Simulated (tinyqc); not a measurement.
# Changing the thickness t_F

Model: switching kinetics of a ferroelectric film and the memory window of a ferroelectric gate stack. Computed by tinyqc, a small Python program. Command: `OMP_NUM_THREADS=1 python tinyqc.py 3011596 3011597 out.jsonl feswitch sweep`. One thread of a shared host (Intel(R) Xeon(R) Processor @ 2.30GHz), about 0.02 s of CPU time with the checks.

Fields in MV/cm; 1 microcoulomb/cm^2 over eps_0 is 11.29409 MV/cm. In the stack (metal, ferroelectric, interlayer, channel) the channel is taken as a conductor.

Inputs (values chosen for the exercise, for a model hafnia-based film):
```
quantity                                   value               unit
saturation polarisation P_s                   18  microcoulomb/cm^2
ratio P_r/P_s                                0.9                  -
coercive field E_c                          0.93              MV/cm
permittivity of the ferroelectric eps_F       31                  -
permittivity of the interlayer eps_I         5.5                  -
interlayer thickness t_I                     1.2                 nm
share s of P screened by trapped charge     0.94                  -
pulse height V                               5.4                  V
time constant t_inf                      2.7e-11                  s
activation field E_a                           8              MV/cm
Merz exponent alpha                            2                  -
dimension n                                    2                  -
pulse length t_p                         3.9e-08                  s
breakdown field of the interlayer             14              MV/cm
```

Kinetics: Kolmogorov-Avrami-Ishibashi (KAI).

Method:
- Saturated branches: P(E) = P_s tanh[(E -/+ E_c)/(2 delta)], delta = E_c/ln[(1 + P_r/P_s)/(1 - P_r/P_s)]; D = P + eps_0 eps_F E.
- At threshold the channel charge is negligible, so D = 0 on each branch: (1 - s) P(E) + eps_0 eps_F E = 0, with the screened share s. The rising branch has the root E0 between 0 and E_c; window = 2 E0 t_F; its upper bound is 2 E_c t_F.
- Series stack: V = E_F t_F + E_I t_I and eps_I E_I = eps_F E_F + (1 - s) P/eps_0. Before switching P = -P_r, after it P = +P_s; in retention V = 0 and P = +P_r.
- Merz's law: t1 = t_inf exp[(E_a/E)^alpha] at the mean of the fields before and after switching. KAI: switched share = 1 - exp[-(t/t1)^n].

One run for each value:
```
thickness t_F (nm)  memory window (V)  depolarising field over E_c  E_F after switching (MV/cm)  switching time t1 (s)
4.0                             0.240                       0.2393                        4.770              3.477e-10
7.7                             0.461                       0.1781                        3.550              2.724e-09
11.0                            0.659                       0.1450                        2.890              2.844e-08
15.0                            0.898                       0.1183                        2.359              9.301e-07
19.0                            1.138                       0.1000                        1.993              6.160e-05
23.0                            1.377                       0.0865                        1.725              8.263e-03
26.0                            1.557                       0.0786                        1.567              5.176e-01
30.0                            1.796                       0.0701                        1.396              2.388e+02
```

Describe and explain the trends.

Over the rows, memory window (V) rises from 0.240 to 1.80 (exponent d ln y / d ln x about 1.00 throughout); depolarising field over E_c falls from 0.239 to 0.0701 (exponent d ln y / d ln x -0.45 between the first rows and -0.80 between the last); E_F after switching (MV/cm) falls from 4.77 to 1.40 (exponent d ln y / d ln x -0.45 between the first rows and -0.80 between the last). The exponent of memory window stays at 1: the window is a field times the thickness.

Caution (rows 4.00, 7.70, 11.0, 15.0): the interlayer field exceeds its breakdown field, so charge injection would change the fields.
